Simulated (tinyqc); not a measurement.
Effective-mass impurity with a central-cell term, in a basis of Slater functions. Inputs raised by 5 %, one at a time. Computed by tinyqc, a small Python program. Command: `OMP_NUM_THREADS=1 python tinyqc.py 3011948 3011949 out.jsonl centralcell sens`. One thread of a shared host (Intel(R) Xeon(R) Processor @ 2.30GHz), about 0.02 s of CPU time with the checks.

The envelope obeys H = -nabla^2 - (2/r) [Z + A exp(-kappa r)] in effective units, with kappa = a*/lambda; positive A deepens the well near the core.

Inputs (values chosen for the exercise, with mass and screening modelled on germanium):

| quantity | value | unit |
|---|---|---|
| effective mass m | 0.221 | m_0 |
| dielectric constant eps | 15.8 | - |
| charge Z of the core | 1 | - |
| central-cell strength A | 15 | - |
| central-cell range lambda | 1.1 | angstrom |

Impurity: donor, one isotropic band.

Constants: Ry = 13.605693123 eV; a_0 = 0.529177210903 angstrom.

Method:
- Units: Ry* = Ry m/eps^2 and a* = a_0 eps/m, with m in m_0.
- kappa = a*/lambda; the hydrogenic ground state is bound by Z^2 Ry*.
- For s functions exp(-zeta r), with s = zeta_i + zeta_j: S = 2/s^3, T = zeta_i zeta_j S, V = -2 Z/s^2, W = -2 A/(s + kappa)^2; each function is normalised by dividing by sqrt(S_ii S_jj).
- Large basis: zeta_i = 0.06 x 1.6^(i-1), i = 1..22, same formulas; for p functions r exp(-zeta r): S = 24/s^5, T = zeta_i zeta_j S (centrifugal term included), V = -12 Z/s^4, W = -12 A/(s + kappa)^4; overlap eigenvalues below 1e-11 are dropped.
- Binding energies are -E Ry*; the effective quantum number is nu = Z/sqrt(-E); |psi(0)|^2 is given relative to the hydrogenic Z^3/(pi a*^3).

Runs:

| input moved | from | to | 1s binding energy (meV) | 2s binding energy (meV) | 2p binding energy (meV) | relative \|psi(0)\|^2 |
|---|---|---|---|---|---|---|
| base run | - | - | 14.845 | 3.3304 | 3.0112 | 15.957 |
| effective mass m (m_0) | 0.221 | 0.23205 | 16.180 | 3.5575 | 3.1618 | 19.880 |
| dielectric constant eps | 15.8 | 16.59 | 13.061 | 2.9782 | 2.7312 | 13.080 |
| central-cell strength A | 15 | 15.75 | 15.239 | 3.3710 | 3.0112 | 19.620 |
| central-cell range lambda (angstrom) | 1.1 | 1.155 | 15.410 | 3.3881 | 3.0112 | 19.880 |

Exponents ln(y'/y) / ln(x'/x):

| input | 1s binding energy | 2s binding energy | 2p binding energy | relative \|psi(0)\|^2 |
|---|---|---|---|---|
| effective mass m | 1.765 | 1.352 | 1 | 4.505 |
| dielectric constant eps | -2.624 | -2.291 | -2 | -4.076 |
| central-cell strength A | 0.537 | 0.248 | 0 | 4.235 |
| central-cell range lambda | 0.765 | 0.352 | 0 | 4.505 |

To which inputs is each result most sensitive?

Among the inputs moved here: 1s binding energy answers most in size to dielectric constant eps (exponent -2.624), next to effective mass m (+1.765). 2s binding energy answers most in size to dielectric constant eps (exponent -2.291), next to effective mass m (+1.352). 2p binding energy answers most in size to dielectric constant eps (exponent -2.000), next to effective mass m (+1.000); its exponent is below 0.0005 for central-cell strength A, central-cell range lambda. Its exponent +1.000 in effective mass m: a hydrogenic level scales as m/eps^2. Its exponent -2.000 in dielectric constant eps: a hydrogenic level scales as m/eps^2. Relative |psi(0)|^2 answers most in size to effective mass m (exponent +4.505), and about equally to central-cell range lambda (+4.505).

Caution (all rows): the density at the core is many times hydrogenic, so the result hangs on the model potential inside one cell, where the envelope picture is weak.
